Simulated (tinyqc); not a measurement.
# Worked calculation: drifting, spreading and decaying minority pulse (Haynes-Shockley), explicit time steps

tinyqc, about 0.01 s, one thread, Intel Xeon 2.30GHz (shared host): `OMP_NUM_THREADS=1 python tinyqc.py 2310012 2310013 out.jsonl` Printed values are rounded.

Low injection in a uniform field: dn/dt = D d2n/dx2 - v dn/dx - n/tau with D = mu Vt and v = mu F towards +x. Exact solution on an infinite bar for a Gaussian start at x0: n = N0 exp(-t/tau) exp(-(x - x0 - v t)^2/(2 s^2))/sqrt(2 pi s^2), s^2 = s0^2 + 2 D t.

Values chosen for this exercise; mobility close to that of silicon at room temperature: temperature T = 350 K; minority-carrier mobility mu = 1340 cm^2/(V s); sweep field along the drift F = 22 V/cm; mesh step hx = 31 um; lifetime tau = 2.1e-6 s; injected sheet density N0 = 3e10 cm^-2; time step dt = 6.4e-8 s; initial width (standard deviation) s0 = 36 um.

Constants: q = 1.602176634e-19 C, kB = 1.380649e-23 J/K, Vt = kB T/q. Results are converted to the units shown.

## Coefficients of the scheme

Exponentially fitted fluxes: d = F hx/Vt, B(d) = d/(exp(d) - 1), k = D dt/hx^2; (L n)_i = a n_(i-1) + b n_i + c n_(i+1) with a = k B(-d), c = k B(d), b = -a - c - dt/tau. Explicit steps keep n positive for dt up to 1/[(D/hx^2)(B(d) + B(-d)) + 1/tau].

D = 40.41529 cm^2/s
v = 29480 cm/s
d = 2.261223
a = 0.6794317
b = -0.7807203
c = 0.07081235
positivity limit of dt = 8.197559e-8 s

dt is 0.78 times the explicit limit. On this mesh the fitted flux acts like a diffusion coefficient (d/2) coth(d/2) D = 1.39 D for a travelling pulse, before the error of the time steps.

## Initial pulse

Nodes x_i = i hx, i = 1 to 10, n = 0 at nodes 0 and 11; the Gaussian at t = 0 with x0 = 4 hx.

n at t = 0, node 1 to 10 (in units of 1e12 cm^-3): 0.118188  0.754500  2.294624  3.324519  2.294624  0.754500  0.118188  0.008820  0.000314  0.000005

## Step 1: densities after a time step

(L n)_i = a n_(i-1) + b n_i + c n_(i+1), n = 0 beyond the ends. Explicit step: n(new) = n + L n.

n at t = 1 dt, node 1 to 10 (in units of 1e12 cm^-3): 0.079344  0.408235  1.251213  2.450527  2.815376  1.732856  0.539172  0.082257  0.006061  0.000214

## Step 2: densities after a time step

As before.

n at t = 2 dt, node 1 to 10 (in units of 1e12 cm^-3): 0.046307  0.232028  0.725261  1.586828  2.405029  2.331016  1.301412  0.384797  0.057232  0.004165

## Course in time

The same steps, now on nodes 1 to 60 (n = 0 at nodes 0 and 61), for 24 steps; centre = sum x n/sum n. Deviations are from the exact pulse, as a share of its largest value on the nodes; a run counts as stable if they stay under 100 %.

Course of the iteration:
```
step  hx sum n (cm^-2)  centre (um)  most negative n (cm^-3), 0 if none  largest deviation (% of the peak)
1          2.903230e10     143.7068                                   0                               7.55
2          2.813009e10     163.2681                                   0                               11.9
3          2.726263e10     182.7965                                   0                               13.5
4          2.642593e10     202.3015                                   0                               14.6
5          2.561721e10     221.7908                                   0                               16.6
6          2.483455e10     241.2700                                   0                               17.3
7          2.407655e10     260.7426                                   0                               16.9
8          2.334212e10     280.2109                                   0                               18.5
9          2.263035e10     299.6764                                   0                               19.0
...                ...          ...                                 ...                                ...
16         1.822169e10     435.9078                                   0                               20.0
17         1.766636e10     455.3682                                   0                               20.7
18         1.712795e10     474.8286                                   0                               20.4
19         1.660595e10     494.2890                                   0                               20.6
20         1.609987e10     513.7493                                   0                               20.9
21         1.560920e10     533.2096                                   0                               20.7
22         1.513349e10     552.6699                                   0                               20.9
23         1.467228e10     572.1302                                   0                               21.2
24         1.422512e10     591.5905                                   0                               20.9
```

The run is stable. After 24 steps the deviation is 21 % of the peak. From step 1 to the last the centre has moved at 1.03 v and the content is 1.5 % below N0 exp(-t/tau). On an endless mesh these steps would give a speed of 1.03 v and a content of 0.989 times the exact one, from dt/tau = 0.0305 alone; the rest comes from the absorbing ends.
